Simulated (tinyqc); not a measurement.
Inside a calculation. Model: electromigration in a confined line: Blech product, Korhonen stress evolution and Black's law. Computed by tinyqc, a small Python program that keeps every step. Command: `OMP_NUM_THREADS=1 python tinyqc.py 3008391 3008392 out.jsonl emigr walk`. One thread of a shared host (Intel(R) Xeon(R) Processor @ 2.30GHz), about 0.02 s of CPU time with the checks. Intermediate numbers are printed to about 5 digits and carried at full precision; extremes and crossings named in words are read from the listed rows.

The electron wind pushes atoms from the cathode (x = 0) to the anode (x = L); blocking ends build a back stress (tension positive). The input rho is taken not to change with temperature. d sigma/dt = d/dx [kappa (d sigma/dx + G)], with zero flux at both ends and sigma = sigma_0 at t = 0.

Inputs (values chosen for the exercise, close to those used for copper lines): resistivity rho = 3.22 micro-ohm cm; atomic volume Omega = 11.8 angstrom^3; effective charge number Z* = 1.7; prefactor D0 = 1.5e-08 m^2/s; activation energy E = 0.863 eV; effective modulus B = 17 GPa; critical stress sigma_c = 77 MPa; initial stress sigma_0 = 27 MPa; current density j = 2.2 MA/cm^2; line length L = 13 um; test temperature T = 250 C; time as a fraction of L^2/kappa, s = 0.023; use temperature T_u = 105 C; use current density j_u = 0.32 MA/cm^2; current exponent n = 1.

Start: thermal stress.

Constants: e = 1.602176634e-19 C; k_B = 8.617333262e-05 eV/K; k_B = 1.380649e-23 J/K.

## Driving force and diffusivities

G = Z* e rho j/Omega; D = D0 exp(-E/(k_B T)); kappa = D B Omega/(k_B T); drift velocity of an unconfined line v = D Z* e rho j/(k_B T). SI: 1 micro-ohm cm = 1e-8 ohm m, 1 MA/cm^2 = 1e10 A/m^2. Temperatures in kelvin are T(C) + 273.15.

stress gradient G = 16.351 MPa/um

diffusivity D = 7.2838e-17 m^2/s

kappa = 2.0229e-15 m^2/s

drift velocity = 7.0047 nm/h

## Steady state and Blech product

At steady state sigma(x) = sigma_0 + G (L/2 - x). A void forms only if the cathode stress reaches sigma_c, that is if j L exceeds (j L)_c = 2 Omega (sigma_c - sigma_0)/(Z* e rho). Time scale tau = L^2/kappa.

steady cathode stress = 133.28 MPa

j L = 2860 A/cm

critical product (j L)_c = 1345.4 A/cm

tau = 23.206 h

j L is 2.13 times the critical product: the line can fail. Caution: a steady stress above sigma_c is formal, since a void forms first.

## Series terms at the cathode

sigma(x, t) = sigma_0 + G L [1/2 - x/L - 4 sum_(m odd) cos(m pi x/L) exp(-m^2 pi^2 s)/(m pi)^2], s = t/tau, summed to m = 399. The terms at x = 0 are 4 exp(-m^2 pi^2 s)/(m pi)^2; tau = L^2/kappa.

terms for m = 1, 3, 5, 7: [0.32298, 0.0058378, 5.5615e-05, 1.2215e-07]

cathode stress at time s = 63.376 MPa

time t = 0.53374 h

## Stress along the line

Steady state: sigma_0 + G L (1/2 - x/L). Take x/L = 0, 0.1, 0.2, 0.3, 0.4, 0.6, 0.8 and 1.

Stress (MPa):
```
x/L  at time s  steady state
0.0     63.376        133.28
0.1     46.003        112.03
0.2     35.623         90.77
0.3     30.339         69.51
0.4     28.033         48.26
0.6     25.967          5.74
0.8     18.377        -36.77
1.0     -9.376        -79.28
```

Caution: stresses above sigma_c are formal, since a void forms first.

## Finite line against the semi-infinite law

Semi-infinite line: sigma(0, t) = sigma_0 + 2 G L sqrt(s/pi). One-term form: keep m = 1 alone.

Cathode stress (MPa):
```
s           t (h)  full series  semi-infinite  one term
0.002  4.6412e-02        37.73          37.73     48.82
0.005  1.1603e-01        43.96          43.96     51.28
0.01   2.3206e-01        50.99          50.99     55.23
0.02   4.6412e-01        60.92          60.92     62.57
0.05   1.1603e+00        80.58          80.63     80.69
0.1    2.3206e+00       101.17         102.85    101.18
0.2    4.6412e+00       121.32         134.27    121.32
0.4    9.2825e+00       131.62         178.70    131.62
0.8    1.8565e+01       133.25         241.54    133.25
```

Among these rows the semi-infinite law holds to 1 % up to s = 0.05 and the one-term form from s = 0.05 on: the far end is felt once sqrt(kappa t) is no longer small against L, and by then the terms with m > 1 have nearly died out. The critical stress 77 MPa is passed between s = 0.02 and 0.05. Caution: rows beyond sigma_c are formal, since a void ends the model there.

## Time to nucleate a void

Solve sigma(0, t) = sigma_c for s; the semi-infinite estimate is t = (pi/kappa) ((sigma_c - sigma_0)/(2 G))^2.

nucleation time = 1.0093 h

semi-infinite estimate = 1.0084 h

The two agree: the void nucleates before the far end is felt, so the time scales as 1/j^2 and not with L.

## Extrapolation by Black's law

Median life t50 = A j^(-n) exp(E/(k_B T)); acceleration factor = t50(use)/t50(test) = (j/j_u)^n exp[(E/k_B)(1/T_u - 1/T)].

current factor = 6.875

temperature factor = 1541.2

acceleration factor = 10596

At the use current j_u L lies below the critical product, where Black's law does not apply: the line would not fail by this mechanism. Caution: j_u L lies below the critical product, so the acceleration factor is formal: at use the line would not void.

Checks made by the program: series against a 200-cell finite-volume solution (on the scale of G L) (relative difference 8e-07).
